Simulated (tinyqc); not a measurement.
# Surface potential of a MOS transistor: implicit equation and explicit approximations: what changes with what

p-type body, charge-sheet picture, depletion and inversion only, full ionisation (an idealisation for deep acceptors), Boltzmann statistics (rough once Na exp(x - xn) passes about Nc/7). In units of Vt: xg = (Vg - Vfb)/Vt, x = psi/Vt, G = gamma/sqrt(Vt), xn = (2 phiF + Vc)/Vt. The implicit equation is (xg - x)^2 = G^2 [x - 1 + exp(x - xn)] for x above about 3. Cox = eps0 eox/tox.

Values chosen for this exercise; band and dielectric values close to those of 4H silicon carbide: temperature T = 300 K; band gap Eg = 3.21 eV; relative permittivity eps_r = 9.67; conduction-band density of states at T Nc = 1.73e19 cm^-3; valence-band density of states at T Nv = 2.52e19 cm^-3; relative permittivity of the gate insulator (close to silicon dioxide) eox = 3.9; insulator thickness tox = 1.3 nm; acceptor density Na = 4.7e16 cm^-3; flat-band voltage Vfb = -0.34 V; channel-body voltage Vc = 0.5 V; gate-body voltage Vg = 3.53 V.

Constants: q = 1.602176634e-19 C, kB = 1.380649e-23 J/K, Vt = kB T/q, eps0 = 8.8541878128e-14 F/cm where lengths are in cm. Results are converted to the units shown.

Each table varies one quantity; the others keep the values above.

## Accuracy of the approximations against gate voltage

ni = sqrt(Nc Nv) exp(-Eg/(2 Vt)), Eg in volts; phiF = Vt ln(Na/ni); gamma = sqrt(2 q eps0 eps_r Na)/Cox; VT = Vfb + Vt (xn + G sqrt(xn - 1)). Depletion value a = 1 + [sqrt(G^2/4 + xg - 1) - G/2]^2; inversion value b = xn + ln[(xg - xn)^2/G^2 - xn + 1] and first guess y = min(a, b) - ln(1 + exp(-|a - b|)) if a > xn + 1, else b = y = a; one second-order correction with D = exp(y - xn), p = 2 (xg - y) + G^2 (1 + D), w = (xg - y)^2 - G^2 (y - 1 + D): z = y + 2 w/(p + sqrt(p^2 - 2 (2 - G^2 D) w)), or the Newton step z = y + w/p where the root is not real. N_inv = (Cox Vt G/q) [sqrt(x - 1 + exp(x - xn)) - sqrt(x - 1)] at the root. Lambert form (Cox m Vt/q) W0[(G/(2 m sqrt(xn - 1))) exp((Vg - VT)/(m Vt))], m = 1 + G/(2 sqrt(xn - 1)). Errors under 1e-4 mV, and the linear form below VT, are printed as 0.

Accuracy of the approximations against gate voltage:
```
Vg (V)	psi (V)	x - xn	error of y (mV)	error of z (mV)	N_inv (cm^-2)	Cox (Vg - VT)/q (cm^-2)	Lambert form (cm^-2)
2.73	2.996	-15.41	0	0	1075	0	1004
2.93	3.194	-7.771	1.29e-4	0	2.172e6	0	2.103e6
3.13	3.391	-0.1347	0.260	0	4.357e9	0	4.362e9
3.33	3.537	5.485	31.7	11.2	8.840e11	3.262e12	9.748e11
3.53	3.585	7.365	27.9	10.1	3.385e12	6.578e12	3.711e12
3.73	3.611	8.370	20.4	5.99	6.265e12	9.893e12	6.766e12
3.93	3.629	9.055	16.3	-2.55	9.284e12	1.321e13	9.916e12
4.13	3.642	9.572	13.6	-1.14	1.238e13	1.653e13	1.311e13
4.33	3.653	9.987	11.8	-0.644	1.551e13	1.984e13	1.633e13
```

psi rises from 3.00 to 3.65 V and ends 10 Vt above 2 phiF + Vc. Among the rows the first guess is off by at most 32 mV (at Vg = 3.33 V) and the corrected value by at most 11 mV. In the last row the linear form is 28 % above N_inv and the Lambert form 5.3 % above it; in the first row the Lambert form is 6.6 % below it. For Vg = 3.33, 3.53, 3.73, 3.93, 4.13, 4.33 the electron quasi-Fermi level lies less than 2 Vt below the band edge at the surface, or above it, where degeneracy and confinement, left out, matter.

## Effect of the channel-body voltage at fixed gate voltage

Same model as above.

Results:
```
Vc (V)	psi (V)	x - xn	error of y (mV)	error of z (mV)	N_inv (cm^-2)	Cox (Vg - VT)/q (cm^-2)	Lambert form (cm^-2)
0	3.1360	9.3310	14.8	-1.63	1.0919e13	1.4968e13	1.1637e13
0.2	3.3208	8.7415	18.1	-4.97	7.8191e12	1.1611e13	8.4078e12
0.6	3.6657	6.6104	33.8	13.8	2.0352e12	4.9005e12	2.2458e12
0.8	3.7798	3.2898	5.50	-0.0104	1.2152e11	1.5472e12	1.2679e11
1	3.7871	-4.1663	4.37e-3	0	7.3266e7	0	7.2218e7
1.2	3.7871	-11.902	0	0	31999	0	30690
1.4	3.7871	-19.639	0	0	13.973	0	13.032
```

Estimate the missing row, Vc = 0.4 V.

Computed row:
```
Vc (V)	psi (V)	x - xn	error of y (mV)	error of z (mV)	N_inv (cm^-2)	Cox (Vg - VT)/q (cm^-2)	Lambert form (cm^-2)
0.4	3.4997	7.9259	23.5	7.61	4.8183e12	8.2549e12	5.2444e12
```

With this row back in the table: As Vc goes from 0 to 1.4, psi rises from 3.14 to 3.79 V, x - xn falls from 9.33 to -19.6 and N_inv falls from 1.09e13 to 14.0 cm^-2. The Lambert form lies between 0.933 and 1.10 times N_inv. psi follows Vc only while the surface is inverted; once x falls below xn it settles at the depletion value. For Vc = 0, 0.2, 0.4, 0.6 the electron quasi-Fermi level lies less than 2 Vt below the band edge at the surface, or above it, where degeneracy and confinement, left out, matter.

Computed by the program tinyqc: `OMP_NUM_THREADS=1 python tinyqc.py 2122092 2122093 out.jsonl`, one thread of a shared Intel Xeon 2.30GHz, about 0.01 s for the whole run.
